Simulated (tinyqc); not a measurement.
# Gain factor and gap resistance from two string resistances

Question. At small bit-line voltage each of the 64 cells has the resistance 1/(K x) at overdrive x (no mobility reduction) in series with a gap resistance Rg. Find K, Rg and the share of the gaps at the higher overdrive.

resistance of a string of 64 equal cells at overdrives of 3.5 and 8.2 V (kohm): [1283.0476, 584.32520]

Solution. The resistance per cell is a straight line in 1/x with slope 1/K and intercept Rg.

K = 15.00 uA/V^2
Rg = 1.000 kohm
share of the gaps = 10.95 %

Program tinyqc, `OMP_NUM_THREADS=1 python tinyqc.py 2142240 2142241 out.jsonl`; Intel Xeon 2.30GHz, shared host, one thread, about 0.4 s.
